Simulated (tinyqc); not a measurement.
Which input was changed? Model: Cabrera-Mott growth of a thin oxide under its own electric field. Computed by tinyqc, a small Python program. Command: `OMP_NUM_THREADS=1 python tinyqc.py 3031022 3031023 out.jsonl cabrera which`. One thread of a shared host (Intel(R) Xeon(R) Processor @ 2.30GHz), about 0.2 s of CPU time with the checks.

Electrons cross the film freely and set a fixed potential V across it; the field V/x lowers the barrier for ions entering the oxide.

Inputs (values chosen for the exercise, for a model metal):
```
quantity                     value        unit
barrier W                     1.79          eV
Mott potential V               1.7           V
ion charge number z              2           -
half jump distance b           1.9    angstrom
prefactor u0 = N Omega nu  1.7e+12  angstrom/s
temperature T                  350           K
starting thickness x0          4.9    angstrom
time t                      180000           s
```

Backward hops: ignored.

Constants: k_B = 8.617333262e-05 eV/K.

Method. u = u0 exp(-W/(k_B T)), X1 = z b V/(k_B T) with V in volts and k_B T in eV; dx/dt = u exp(X1/x). t(x) = int_(x0)^x dx / (dx/dt) by Gauss-Legendre quadrature (80 points on each side of (x0 + 2 x)/3), solved for x.

Problem. One of these inputs alone was changed, within the range given: barrier W (0.9 to 2.3); Mott potential V (0.85 to 3.4); half jump distance b (0.95 to 3.8); temperature T (175 to 650). Which one, and to what value?

Results:
```
run     rate at time t (angstrom/s)  thickness x (angstrom)  field at time t (MV/cm)
before                 3.145644e-06                11.56658                 14.69751
after                  2.267030e-05                29.41456                  5.77945
```

Solution.

Each candidate set to reproduce rate at time t, and what it then gives:
```
candidate                        range searched  value needed  thickness x (angstrom)  field at time t (MV/cm)
barrier W (eV)                       0.9 to 2.3         1.365                  33.458                   5.0810
Mott potential V (V)                0.85 to 3.4  out of reach                       -                        -
half jump distance b (angstrom)     0.95 to 3.8  out of reach                       -                        -
temperature T (K)                    175 to 650         469.0                  29.415                   5.7795
```

Only temperature T fits every result: it went from 350 to 469 K. The next best candidate, barrier W, misses one result by 14 %.

Caution: the starting field or rate is formal: the first layers form as fast as oxygen arrives.
